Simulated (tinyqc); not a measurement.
Line shape against size: Raman line shape of confined optical phonons and breathing modes of small crystals. Computed by tinyqc, a small Python program. Command: `OMP_NUM_THREADS=1 python tinyqc.py 3019673 3019674 out.jsonl confine walk`. One thread of a shared host (Intel(R) Xeon(R) Processor @ 2.30GHz), about 0.02 s of CPU time with the checks.

Confinement in 2 direction(s) lets phonons with q away from zero scatter light. q is in units of 2 pi/a, from 0 to 1, and the branch is isotropic: omega(q)^2 = (omega_0^2 + omega_X^2)/2 + ((omega_0^2 - omega_X^2)/2) cos(pi q). The model and its constant beta are phenomenological; beta = 8 is the common choice.

Inputs (values chosen for the exercise, modelled on silicon):
```
quantity                                value      unit
bulk frequency omega_0                  520.3      1/cm
frequency at the zone boundary omega_X    412      1/cm
natural width Gamma_0                     3.5      1/cm
lattice constant a                      5.431  angstrom
size L                                    9.1        nm
confinement constant beta                   8         -
```

Shape: wire.

Method:
- Weight W(q) = q^1 exp(-(2 L q/a)^2/(2 beta)) dq, that is exp(-k^2 L^2/(2 beta pi^2)) for k = 2 pi q/a.
- Width q_c = a sqrt(2 beta)/(2 L), where the exponential falls to 1/e; curvature of the branch: omega(q) = omega_0 - c q^2, c = pi^2 (omega_0^2 - omega_X^2)/(8 omega_0); for small q_c the mean of q^2 is (number of confined directions) q_c^2/2, and the mean shift is -c times that.
- I(omega) = int W(q) / [(omega - omega(q))^2 + (Gamma_0/2)^2] dq / int W dq x (Gamma_0/2)^2, by 400 Gauss-Legendre points on 0 < q < min(1, 2.5 a sqrt(2 beta)/L).
- The peak is the maximum of I; the width is taken between the half-maximum points, and the asymmetry is the low-side half-width over the high-side one.

mean shift, quadratic estimate = -3.41096 1/cm

Line shape:
```
L (nm)  peak shift (1/cm)  full width (1/cm)  asymmetry  mean shift, quadratic estimate (1/cm)
3                 -4.8968             33.733     5.3267                                -31.385
3.6               -4.0182             24.452     4.4065                                -21.795
4.4               -3.2604             17.676     3.5965                                -14.590
5.5               -2.5944              12.73     2.8861                                -9.3376
7                 -2.0225             9.2809     2.2962                                -5.7645
10                -1.3734             6.3033     1.6869                                -2.8246
15               -0.83728             4.6148     1.2786                                -1.2554
25               -0.39312             3.7636     1.0555                               -0.45194
```

What does the comparison show, and why?

The peak shift falls with exponent -1.08 at the small end and -1.48 at the large end. For still larger L it tends to the mean shift, which goes as 1/L^2; the ratio is 0.16 in the first row and 0.87 in the last. The width exceeds Gamma_0 by over 10 % for L up to 15 nm. In a wire the factor q lowers the weight at q = 0.

Extremes, crossings and ranges named in words are read from the listed rows.
